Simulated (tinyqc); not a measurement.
Inside a calculation: exchange-split free-electron bands and tunnelling magnetoresistance. Values are carried at full precision from step to step, so a last printed digit may differ when a step is redone from the rounded ones.

Majority and minority bands E = c k^2/m -/+ Dx/2, c = hbar^2/2m0, so k_up = sqrt(m (EF + Dx/2)/c), k_dn = sqrt(m (EF - Dx/2)/c); n_s = k_s^3/(6 pi^2), D_s = m k_s/(4 pi^2 c).

Constants: hbar^2/2m0 = 3.80998211 eV angstrom^2.

Inputs chosen for the exercise: EF = 3.7 eV (Fermi energy above the mean band bottom); Dx = 1.38 eV (exchange splitting); m = 0.93 m0 (mass in the electrodes); mb = 0.57 m0 (mass in the barrier); phi = 0.7 eV (barrier height above EF); d = 10.3 angstrom (barrier thickness).

## The two Fermi spheres

Give k_s, n_s, D_s, the moment per electron (n_up - n_dn)/n and three polarisations: of D, of D v and of D v^2 (v proportional to k).

k_up, k_dn (1/angstrom): 1.0352  0.8572

n_up, n_dn (1/angstrom^3): 0.01873  0.01064

D_up, D_dn (1/(eV angstrom^3)): 0.00640  0.00530

moment per electron = 0.2757 muB

polarisations: D 0.0941, D v 0.1865, D v^2 0.2757

The three numbers differ although they describe one band structure: each probe (density of states, ballistic current, diffusive current) weights the velocity differently.

## Transmissions

Barrier: kappa = sqrt(mb phi/c), c = hbar^2/2m0. With a = k1/m, b = k2/m, w = kappa/mb, the transmission at normal incidence is T(k1, k2) = 4 a b w^2/[w^2 (a + b)^2 + (w^2 + a^2)(w^2 + b^2) sinh^2(kappa d)]. Parallel: G_P = T(up, up) + T(dn, dn); antiparallel: G_AP = 2 T(up, dn); TMR = (G_P - G_AP)/G_AP. Julliere: TMR = 2 P^2/(1 - P^2). Slonczewski factor: P_eff = P_k (w^2 - a_up a_dn)/(w^2 + a_up a_dn), P_k = (k_up - k_dn)/(k_up + k_dn).

Evaluate kappa and the three T.

kappa = 0.3236 1/angstrom
kappa d = 3.333

T: up-up 0.003334, dn-dn 0.004055, up-dn 0.003677

The minority channel transmits more, by a factor 1.22; the common factor exp(-2 kappa d) is 0.00127.

## Magnetoresistance

From the T, and from the Julliere formula with P_k and with P_eff.

TMR from T = 0.48 %
P_k = 0.0941
P_eff = -0.0491
Julliere with P_k = 1.79 %
Julliere with P_eff = 0.48 %

The interface factor is -0.522: it reverses the sign of the tunnelling polarisation. The plain Julliere value lies 1.3 points above the result and the one with P_eff 0.00 points from it. Symmetry filtering in crystalline barriers, which gives far larger values, is outside this model.

## Checks

- TMR of a thick barrier against the Julliere formula with P_eff: both 0.004831.

tinyqc: `OMP_NUM_THREADS=1 python tinyqc.py 1652707 1652708 out.jsonl`; about 0.01 s, one thread, shared Intel(R) Xeon(R) Processor @ 2.30GHz.
